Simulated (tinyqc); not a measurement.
Line shape against size: Raman line shape of confined optical phonons and breathing modes of small crystals. Computed by tinyqc, a small Python program. Command: `OMP_NUM_THREADS=1 python tinyqc.py 3004089 3004090 out.jsonl confine walk`. One thread of a shared host (Intel(R) Xeon(R) Processor @ 2.30GHz), about 0.02 s of CPU time with the checks.

Confinement in 3 direction(s) lets phonons with q away from zero scatter light. q is in units of 2 pi/a, from 0 to 1, and the branch is isotropic: omega(q)^2 = (omega_0^2 + omega_X^2)/2 + ((omega_0^2 - omega_X^2)/2) cos(pi q). The model and its constant beta are phenomenological; beta = 8 is the common choice.

Inputs (values chosen for the exercise, modelled on germanium):
```
quantity                                value      unit
bulk frequency omega_0                  300.5      1/cm
frequency at the zone boundary omega_X    237      1/cm
natural width Gamma_0                     2.9      1/cm
lattice constant a                      5.658  angstrom
size L                                    3.7        nm
confinement constant beta                   8         -
```

Shape: sphere.

Method:
- Weight W(q) = q^2 exp(-(2 L q/a)^2/(2 beta)) dq, that is exp(-k^2 L^2/(2 beta pi^2)) for k = 2 pi q/a.
- Width q_c = a sqrt(2 beta)/(2 L), where the exponential falls to 1/e; curvature of the branch: omega(q) = omega_0 - c q^2, c = pi^2 (omega_0^2 - omega_X^2)/(8 omega_0); for small q_c the mean of q^2 is (number of confined directions) q_c^2/2, and the mean shift is -c times that.
- I(omega) = int W(q) / [(omega - omega(q))^2 + (Gamma_0/2)^2] dq / int W dq x (Gamma_0/2)^2, by 400 Gauss-Legendre points on 0 < q < min(1, 2.5 a sqrt(2 beta)/L).
- The peak is the maximum of I; the width is taken between the half-maximum points, and the asymmetry is the low-side half-width over the high-side one.

mean shift, quadratic estimate = -19.6603 1/cm

Line shape:
```
L (nm)  peak shift (1/cm)  full width (1/cm)  asymmetry  mean shift, quadratic estimate (1/cm)
3                 -12.741             38.001     2.3712                                -29.906
3.6               -8.7698             26.739      2.411                                -20.768
4.4                -6.037             18.563     2.3593                                -13.902
5.5               -4.1217             12.697     2.2051                                -8.8975
7                  -2.811             8.7486      1.965                                -5.4929
10                -1.6511             5.5354     1.5791                                -2.6915
15               -0.90442             3.8649     1.2415                                -1.1962
25               -0.39249             3.1069     1.0442                               -0.43064
```

What follows from these numbers?

The peak shift falls with exponent -2.05 at the small end and -1.63 at the large end. For still larger L it tends to the mean shift, which goes as 1/L^2; the ratio is 0.43 in the first row and 0.91 in the last. The width exceeds Gamma_0 by over 10 % for L up to 15 nm. In a sphere the factor q^2 removes the weight at q = 0, so the peak itself moves strongly.

Extremes, crossings and ranges named in words are read from the listed rows.
